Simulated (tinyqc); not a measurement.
Film, cylinder and sphere at the same misfit: thermal stress, cracking, delamination and buckling of a thin film; Griffith cracks and misfitting inclusions. Computed by tinyqc, a small Python program. Command: `OMP_NUM_THREADS=1 python tinyqc.py 3016853 3016854 out.jsonl filmcrack walk`. One thread of a shared host (Intel(R) Xeon(R) Processor @ 2.30GHz), about 0.01 s of CPU time with the checks.

Isotropic linear elasticity; the substrate is much thicker than the film; stress is positive in tension.

Inputs (values chosen for the exercise, modelled on a tungsten film on silicon): film Young's modulus E = 399 GPa; film Poisson ratio nu = 0.27; film expansion alpha_f = 4.44 1e-6/K; substrate expansion alpha_s = 3.2 1e-6/K; deposition temperature T_d = 1000 K; final temperature T = 300 K; intrinsic stress = -57 MPa; film thickness h = 1.9 micrometre; substrate Young's modulus E_s = 166 GPa; substrate Poisson ratio nu_s = 0.22.

Method. Thermal strain = (alpha_f - alpha_s)(T_d - T); stress = E/(1 - nu) x strain + intrinsic stress; plane-strain modulus Ebar = E/(1 - nu^2); G0 = stress^2 h/(2 Ebar) is the energy freed per area when a long strip loses its stress across its width. Thermal misfit e alone, mean stress = trace/3 and largest difference of principal stresses inside. Film: E e/(1 - nu) in two directions, 0 in the third. Cylinder: s0 = (1 + nu) e/[(1 + nu)(1 - 2 nu)/E + (1 + nu_s)/E_s] twice and s_zz = E e + 2 nu s0. Sphere: e/[(1 - 2 nu)/E + (1 + nu_s)/(2 E_s)] three times.

thermal strain = 8.68e-04

Stresses inside (MPa):
```
shape         s1      s2      s3    mean  largest difference
film      474.43  474.43    0.00  316.28              474.43
cylinder  125.08  125.08  413.87  221.34              288.80
sphere    179.80  179.80  179.80  179.80                0.00
```

What follows from these numbers?

The mean stress in size is 316 MPa in the film, 221 in the cylinder and 180 in the sphere, while the largest difference, twice the largest shear stress, goes from 474 through 289 to 0. In a ductile solid shear can relax by slip and hydrostatic stress cannot.

Extremes, crossings and ranges named in words are read from the listed rows.
